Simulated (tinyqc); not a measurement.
# Front-illuminated p-i-n photodiode, quantum efficiency and bandwidth: two studies

Light enters through a p layer (0 to xp), a depleted layer (xp to xp + wi) and a thick n substrate, decaying as exp(-al x); one pass, no back reflection. Carriers made in the depleted layer are all collected; those in the neutral layers diffuse.

Inputs (values chosen for the exercise); values close to those of silicon at this wavelength: wavelength lam = 1000 nm; absorption coefficient al = 66.5 1/cm; reflectance of the front face Rf = 0.3; relative permittivity eps_r = 11.7; thickness of the front p layer xp = 0.099 um; thickness of the depleted layer wi = 60 um; electron diffusion coefficient in the p layer Dn = 4.4 cm^2/s; electron diffusion length in the p layer Ln = 1.9 um; recombination velocity of the front surface S = 6e6 cm/s; hole diffusion length in the thick n substrate Lp = 2.3 um; electron drift velocity ve = 9.64e6 cm/s; hole drift velocity vh = 6.85e6 cm/s; diameter dia = 110 um; load resistance RL = 50 ohm; parasitic capacitance Cp = 8 fF.

Constants: q = 1.602176634e-19 C, h = 6.62607015e-34 J s, c = 299792458 m/s, eps0 = 8.8541878128e-14 F/cm where lengths are in cm. Results are converted to the units shown.

Each table varies one quantity; the others keep the values above.

## Efficiency and bandwidth against the thickness of the depleted layer

k = al Ln, s = S Ln/Dn, e = exp(-al xp); front layer f1 = (k/(k^2 - 1)) {[s + k - e (s cosh(xp/Ln) + sinh(xp/Ln))]/[s sinh(xp/Ln) + cosh(xp/Ln)] - k e}; depleted layer f2 = e (1 - exp(-al wi)); substrate f3 = e exp(-al wi) al Lp/(1 + al Lp); external efficiency (1 - Rf)(f1 + f2 + f3); responsivity = efficiency q lam/(h c). Drift response for pairs made in the depleted layer, a = al wi, g = 1 - exp(-a), u = 2 pi i f, te = wi/ve, th = wi/vh: electrons He = [g - a (exp(-a) - exp(-u te))/(u te - a)]/(u te g), holes Hh = [g - a (1 - exp(-a - u th))/(a + u th)]/(u th g); C = eps0 eps_r pi (dia/2)^2/wi + Cp; total |He + Hh|/sqrt(1 + (2 pi f RL C)^2), for the current of the depleted layer alone. Limits are the frequencies at which each factor falls to 1/sqrt(2); inverse-square sum (f_transit^-2 + f_RC^-2)^(-1/2); the diffusion currents f1 and f3 are left out of the bandwidth.

Results:
columns A: wi (um); B: f2; C: f1 + f3; D: responsivity (A/W); E: transit limit (GHz); F: RC limit (GHz); G: 3 dB bandwidth (GHz); H: inverse-square sum (GHz); I: bandwidth x (1 - Rf) f2 (GHz)
```
A          B         C        D        E      F        G        H        I
7.5  0.04862   0.01467  0.03573    5.787  22.86    5.541    5.610   0.1886
13   0.08276   0.01416  0.05472    3.347  38.02    3.328    3.334   0.1928
21    0.1303   0.01344  0.08113    2.079  58.00    2.077    2.077   0.1893
36    0.2128   0.01220   0.1270    1.220  90.05    1.220    1.220   0.1817
100   0.4854  0.008094   0.2786   0.4500  178.4   0.4499   0.4499   0.1529
170   0.6767  0.005212   0.3850   0.2706  230.8   0.2706   0.2706   0.1282
290   0.8541  0.002540   0.4836   0.1630  279.3   0.1630   0.1630  0.09742
480   0.9583  9.702e-4   0.5416  0.09995  316.7  0.09995  0.09995  0.06705
```

Estimate the missing row, wi = 60 um.

Computed row:
columns A: wi (um); B: f2; C: f1 + f3; D: responsivity (A/W); E: transit limit (GHz); F: RC limit (GHz); G: 3 dB bandwidth (GHz); H: inverse-square sum (GHz); I: bandwidth x (1 - Rf) f2 (GHz)
```
A        B        C       D       E      F       G       H       I
60  0.3288  0.01045  0.1915  0.7389  130.4  0.7389  0.7389  0.1701
```

With this row back in the table: As wi goes from 7.5 to 480, the responsivity rises from 0.0357 to 0.542 A/W and the bandwidth falls from 5.54 to 0.100 GHz. The transit limit is the lower one in every row. Adding inverse squares of the two limits is within 1.2 % of the full result. The product of bandwidth and fast efficiency goes from 0.189 through a maximum of 0.193 (at wi = 13 among the rows listed) to 0.0670 GHz. For wi = 7.5 the diffusion currents exceed 0.3 of the drift current; their own response times, left out, may then shape the whole response.

## Efficiency and bandwidth against the diameter

Same model as above.

The same in every row: f2 = 0.3288; f1 + f3 = 0.01045; responsivity (A/W) = 0.1915; transit limit (GHz) = 0.7389.

Result of one run:
```
dia (um)  RC limit (GHz)  3 dB bandwidth (GHz)  inverse-square sum (GHz)  bandwidth x (1 - Rf) f2 (GHz)
10                 391.3                0.7389                    0.7389                         0.1701
```

What becomes of these results when the diameter dia is changed from 10 to 50 um, all else the same?

Result of the changed run:
```
dia (um)  RC limit (GHz)  3 dB bandwidth (GHz)  inverse-square sum (GHz)  bandwidth x (1 - Rf) f2 (GHz)
50                 279.5                0.7389                    0.7389                         0.1701
```

The whole series:
```
dia (um)  RC limit (GHz)  3 dB bandwidth (GHz)  inverse-square sum (GHz)  bandwidth x (1 - Rf) f2 (GHz)
5                  396.2                0.7389                    0.7389                         0.1701
10                 391.3                0.7389                    0.7389                         0.1701
20                 372.6                0.7389                    0.7389                         0.1701
50                 279.5                0.7389                    0.7389                         0.1701
100                147.6                0.7389                    0.7389                         0.1701
200                51.14                0.7388                    0.7389                         0.1700
500                9.173                0.7355                    0.7365                         0.1693
1000               2.334                0.6921                    0.7045                         0.1593
```

As dia goes from 5 to 1000, the responsivity stays at 0.192 A/W and the bandwidth falls from 0.739 to 0.692 GHz. The transit limit is the lower one in every row. Adding inverse squares of the two limits is within 1.8 % of the full result.

tinyqc, about 0.01 s, one thread, Intel Xeon 2.30GHz (shared host): `OMP_NUM_THREADS=1 python tinyqc.py 2250117 2250118 out.jsonl`
